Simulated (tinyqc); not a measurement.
# Leakage currents through a thin dielectric, step by step

A worked calculation. Computed by tinyqc, a small Python program that keeps every step. Command: `OMP_NUM_THREADS=1 python tinyqc.py 3000336 3000337 out.jsonl leak walk`. One thread of a shared host (Intel(R) Xeon(R) Processor @ 2.30GHz), about 0.02 s of CPU time with the checks. Intermediate numbers are printed to about 5 digits and carried at full precision; extremes and crossings named in words are read from the listed rows.

Electrons leave an electrode with Fermi energy E_F above its band bottom; barriers are counted from the Fermi level, and both electrodes are alike. They cross the interlayer first.

Inputs (values chosen for the exercise, modelled on Si3N4):

| quantity | value | unit |
|---|---|---|
| barrier height phi_B | 2 | eV |
| tunnelling mass m | 0.42 | m_0 |
| static permittivity k | 7.21 | - |
| optical permittivity k_o | 4.15 | - |
| trap depth phi_t | 1.2 | eV |
| Poole-Frenkel prefactor sigma_0 | 2.2e-08 | S/cm |
| thickness t | 4.5 | nm |
| electrode Fermi energy E_F | 0.23 | eV |
| electrode mass m_e | 1 | m_0 |
| voltage V | 1.2 | V |
| temperature T | 200 | K |
| interlayer thickness t_i | 0.84 | nm |
| interlayer barrier phi_i | 3.08 | eV |
| interlayer mass m_i | 0.41 | m_0 |
| interlayer permittivity k_i | 4.2 | - |

Stack: dielectric on an interlayer.

Constants: m_0 = 9.1093837015e-31 kg; e = 1.602176634e-19 C; hbar = 1.054571817e-34 J s; k_B = 8.617333262e-05 eV/K; k_B = 1.380649e-23 J/K; eps_0 = 8.8541878128e-12 F/m; h = 6.62607015e-34 J s.

## Fields

Fields: F_i = V/(t_i + t k_i/k), F = F_i k_i/k; equivalent oxide thickness 3.9 (t/k + t_i/k_i).

field F = 2.0195 MV/cm

equivalent oxide thickness = 3.2141 nm

interlayer field F_i = 3.4668 MV/cm

## Transmission at the Fermi level

WKB: a layer of mass m, field F and barrier b(x) = b_0 - e F x gives the exponent (4 sqrt(2 m)/(3 hbar e F)) [b_0^(3/2) - max(b_0 - e F t, 0)^(3/2)] for b_0 > 0; b_0 = barrier - (E - E_F), less e F_i t_i for the second layer; the transmission is D(E) = exp(-sum of exponents), without image force.

exponent of the interlayer = 9.4396

exponent of the dielectric = 33.280

transmission D(E_F) = 2.8005e-19

At E_F the barrier of the dielectric is trapezoidal (direct tunnelling).

## Tunnel current

Tsu-Esaki: J = (e m_e k_B T/(2 pi^2 hbar^3)) int D(E) ln[(1 + exp((E_F - E)/k_B T))/(1 + exp((E_F - eV - E)/k_B T))] dE over the normal energy E (its change with the mass at an interface is neglected) from max(0, E_F - 3 eV) to E_F + largest barrier, by 100 Gauss-Legendre points in each part, split at E_F - 0.3 eV (if inside the range) and E_F + 8 k_B T. The mean energy weights E - E_F by the integrand.

tunnel current density = 2.0083e-11 A/cm^2

mean energy of the current above E_F = -0.091485 eV

The current flows close to or below E_F.

## Thermal currents

Schottky emission J = A T^2 exp(-(phi_B - sqrt(e^3 F/(4 pi k_o eps_0)))/k_B T), A = 4 pi e m k_B^2/h^3 with the tunnelling mass; Poole-Frenkel J = sigma_0 F exp(-(phi_t - sqrt(e^3 F/(pi k_o eps_0)))/k_B T); both use the field F of the dielectric and ignore the interlayer.

Schottky lowering = 0.26471 eV

Poole-Frenkel lowering = 0.52943 eV

Schottky current density = 3.7829e-38 A/cm^2

Poole-Frenkel current density = 5.6231e-19 A/cm^2

The Poole-Frenkel lowering is twice the Schottky one, because the charge of a trap is fixed while an image charge moves with the electron. Caution: so small a Poole-Frenkel current cannot be measured, and its value is formal.

## Which mechanism rules?

The formulas are those given above.

Current densities (A/cm^2):

| V (V) | F (MV/cm) | tunnelling | Schottky | Poole-Frenkel |
|---|---|---|---|---|
| 0.24 | 0.4039 | 1.3266e-14 | 7.7708e-42 | 4.7457e-27 |
| 0.42 | 0.7068 | 4.6727e-14 | 7.1392e-41 | 7.0097e-25 |
| 0.60 | 1.0098 | 1.7185e-13 | 4.2081e-40 | 3.4791e-23 |
| 0.84 | 1.4137 | 1.0581e-12 | 3.0780e-39 | 2.6059e-21 |
| 1.00 | 1.6829 | 3.7751e-12 | 9.9227e-39 | 3.2241e-20 |
| 1.20 | 2.0195 | 2.0083e-11 | 3.7829e-38 | 5.6231e-19 |
| 1.40 | 2.3561 | 1.1941e-10 | 1.2950e-37 | 7.6886e-18 |
| 1.80 | 3.0293 | 6.9813e-09 | 1.1939e-36 | 8.4020e-16 |

The largest current is tunnelling from 0.240 to 1.80 V. Over the table tunnelling grows by 5.7 decades, Schottky by 5.2 and Poole-Frenkel by 11.2. A plot of ln(J/F) against sqrt(F) for the Poole-Frenkel column has the slope 21.62 per sqrt(MV/cm), from which k_o follows; reading it as Schottky emission would give about k_o/4.

Checks made by the program: energy integral against adaptive quadrature (relative difference below 1e-10).
